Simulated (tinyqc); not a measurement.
UHF in the sto-3g basis, for H4, spin multiplicity 1, step by step. One step of it, computed by the program tinyqc.

Question. Iteration 3: diagonalisation and new density. Diagonalise F' = X^T F X, C = X C', fill 2 alpha and 2 beta electrons from the bottom; D(s) = C_occ C_occ^T. Each column has its largest component positive (the first on a tie).

extrapolated F(alpha) (hartree):
```
           1H 1s      2H 1s      3H 1s      4H 1s
1H 1s  -0.422501  -0.568444  -0.262499  -0.235534
2H 1s  -0.568444  -0.263339  -0.245543  -0.262499
3H 1s  -0.262499  -0.245543  -0.263339  -0.568444
4H 1s  -0.235534  -0.262499  -0.568444  -0.422501
```

extrapolated F(beta) (hartree):
```
           1H 1s      2H 1s      3H 1s      4H 1s
1H 1s  -0.263339  -0.568444  -0.262499  -0.245543
2H 1s  -0.568444  -0.422501  -0.235534  -0.262499
3H 1s  -0.262499  -0.235534  -0.422501  -0.568444
4H 1s  -0.245543  -0.262499  -0.568444  -0.263339
```

X:
```
               1          2          3         4
1H 1s   0.896825   0.718968   0.482759  0.342367
2H 1s  -0.896825  -0.718968   0.482759  0.342367
3H 1s  -0.896825   0.718968  -0.482759  0.342367
4H 1s   0.896825  -0.718968  -0.482759  0.342367
```

Give: F' = X^T F X; orbital energies; coefficients C; F' = X^T F X; orbital energies; coefficients C; D(alpha) after iteration 3; D(beta) after iteration 3.

Answer.

F' = X^T F X (alpha) (hartree):
```
         1        2        3        4
1   0.7962   0.0000   0.0000  -0.0916
2   0.0000   0.4209  -0.1174   0.0000
3   0.0000  -0.1174  -0.3807   0.0000
4  -0.0916   0.0000   0.0000  -0.6632
```

orbital energies (alpha) (hartree): MO1 -0.6689, MO2 -0.3975, MO3 0.4378, MO4 0.8019

coefficients C (alpha):
```
          MO1      MO2      MO3      MO4
1H 1s  0.3977   0.5800  -0.6431  -0.8737
2H 1s  0.2857   0.3757   0.7802   0.9164
3H 1s  0.2857  -0.3757  -0.7802   0.9164
4H 1s  0.3977  -0.5800   0.6431  -0.8737
```

F' = X^T F X (beta) (hartree):
```
        1       2        3        4
1  0.7962  0.0000   0.0000   0.0916
2  0.0000  0.4209   0.1174   0.0000
3  0.0000  0.1174  -0.3807   0.0000
4  0.0916  0.0000   0.0000  -0.6632
```

orbital energies (beta) (hartree): MO1 -0.6689, MO2 -0.3975, MO3 0.4378, MO4 0.8019

coefficients C (beta):
```
          MO1      MO2      MO3      MO4
1H 1s  0.2857   0.3757   0.7802   0.9164
2H 1s  0.3977   0.5800  -0.6431  -0.8737
3H 1s  0.3977  -0.5800   0.6431  -0.8737
4H 1s  0.2857  -0.3757  -0.7802   0.9164
```

D(alpha) after iteration 3:
```
         1H 1s    2H 1s    3H 1s    4H 1s
1H 1s   0.4945   0.3316  -0.1043  -0.1782
2H 1s   0.3316   0.2228  -0.0595  -0.1043
3H 1s  -0.1043  -0.0595   0.2228   0.3316
4H 1s  -0.1782  -0.1043   0.3316   0.4945
```

D(beta) after iteration 3:
```
         1H 1s    2H 1s    3H 1s    4H 1s
1H 1s   0.2228   0.3316  -0.1043  -0.0595
2H 1s   0.3316   0.4945  -0.1782  -0.1043
3H 1s  -0.1043  -0.1782   0.4945   0.3316
4H 1s  -0.0595  -0.1043   0.3316   0.2228
```
